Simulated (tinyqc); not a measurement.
# Correction of a charged-defect supercell by a model charge and potential alignment (plane-averaged potentials), step by step

A worked calculation. Computed by tinyqc, a small Python program that keeps every step. Command: `OMP_NUM_THREADS=1 python tinyqc.py 3111379 3111380 out.jsonl align walk`. One thread of a shared host (Intel(R) Xeon(R) Processor @ 2.30GHz), about 0.01 s of CPU time with the checks. Intermediate numbers are printed to about 5 digits and carried at full precision; extremes and crossings named in words are read from the listed rows.

The "true" defect charge is (1 - x) q in a Gaussian of width sigma plus x q in one of width sigma_t, so the exact answer is known; the correction sees only a single model Gaussian of width sigma_m. A Gaussian of width s has the transform rho(G) = exp(-G^2 s^2/2), normalised to 1. A uniform background cancels q, so G = 0 is left out. Potentials are those felt by a unit positive charge. E_0 is the formation energy of the isolated defect, E_cell its value in the supercell, E_lat = E_iso - E_per of the model charge, C the true less the model potential far from the defect; the exact correction is E_0 - E_cell, and the error of a scheme is E_cell plus its correction less E_0.

Inputs (values chosen for the exercise, with screening close to that of GaN): defect charge q = -1 e; dielectric constant eps = 9.84; edge of the cubic cell L = 17.2 angstrom; width sigma of the true defect charge = 1.2 angstrom; width sigma_m of the model charge = 0.93 angstrom; share x of the charge in a wide tail = 0.29; width sigma_t of the tail = 2.1 angstrom; formation energy of the isolated defect E_0 = 5.67 eV.

Constants: e^2/(4 pi eps_0) = 14.39964548 eV angstrom.

## The supercell energy and its true error

Periodic energy E_per = (2 pi q^2/(eps L^3)) (e^2/(4 pi eps_0)) sum_(G != 0) rho(G)^2/G^2, G = (2 pi/L)(n1, n2, n3), |n_i| <= 16. Isolated energy: two Gaussians of charges q_a, q_b and widths a, b interact by q_a q_b (e^2/(4 pi eps_0 eps)) sqrt(2/pi)/sqrt(a^2 + b^2), and the self-energy is half the sum over pairs. Supercell value E_cell = E_0 + E_per - E_iso for the true charge.

E_iso, true charge = 0.28934 eV

E_per, true charge = 0.17280 eV

E_cell = 5.5535 eV

exact correction = 0.11654 eV

## Lattice energy of the model charge

E_lat = E_iso - E_per for the model charge; point-charge value alpha q^2 e^2/(4 pi eps_0 eps 2 L) with alpha = 2.837297.

E_iso, model = 0.44388 eV

E_per, model = 0.32475 eV

E_lat = 0.11914 eV

point-charge value = 0.12070 eV

## Plane-averaged potentials

Plane-averaged potential at distance z from the defect: V(z) = (4 pi q/(eps L^3)) (e^2/(4 pi eps_0 e)) sum_(m != 0) rho(G_m) cos(G_m z)/G_m^2, G_m = 2 pi m/L, |m| <= 40.

Potentials (V):
```
z/L   z (angstrom)       true      model  difference
0.00          0.00  -0.057024  -0.067596    0.010572
0.05          0.86  -0.051906  -0.059719    0.007813
0.10          1.72  -0.038939  -0.041819    0.002880
0.15          2.58  -0.022796  -0.022452   -0.000343
0.20          3.44  -0.006886  -0.005125   -0.001761
0.25          4.30   0.007263   0.009574   -0.002311
0.30          5.16   0.019093   0.021602   -0.002509
0.35          6.02   0.028385   0.030957   -0.002573
0.40          6.88   0.035049   0.037639   -0.002590
0.45          7.74   0.039054   0.041649   -0.002594
0.50          8.60   0.040390   0.042985   -0.002595
```

The difference moves by 0.00 mV between z/L = 0.4 and 0.5: a plateau.

## Alignment and corrected energy

C = difference at z = L/2; E_corr = E_cell + E_lat - q C. For charges that have died out at L/2, C = (2 pi q/(eps L^3)) (e^2/(4 pi eps_0 e)) (<s^2> - sigma_m^2), <s^2> = (1 - x) sigma^2 + x sigma_t^2.

alignment C = -0.0025952 V

C, closed form = -0.0025955 V

E_corr = 5.6700 eV

error with alignment (rounded to 1e-4 meV) = 4.00e-04 meV

error without alignment = 2.5955 meV

error with the point-charge term alone = 4.1584 meV

error without correction = -116.54 meV

Errors are measured against E_0. Alignment cuts the error of the model charge from 2.6 to below 0.001 meV.

## Errors against cell size

Schemes: none; point-charge term alpha q^2 e^2/(4 pi eps_0 eps 2 L), alpha = 2.837297; E_lat of the model; E_lat - q C with C at z = L/2.

Error against E_0 (meV):
```
L (angstrom)     none  point charge  model charge  model and alignment
12.0          -160.76        12.243        7.6413             0.095843
14.6          -135.39         6.799        4.2438             0.006731
17.2          -116.54         4.158        2.5955             0.000353
```

Between the last two rows the uncorrected error scales as L^-0.91 and the point-charge remainder as L^-3.00. With alignment the error is +0.1 meV in the smallest cell and 0.00 meV in the largest.

Checks made by the program: E_lat against the point-charge value less 2 pi q^2 sigma_m^2 e^2/(4 pi eps_0 eps L^3) (relative difference 2e-07).
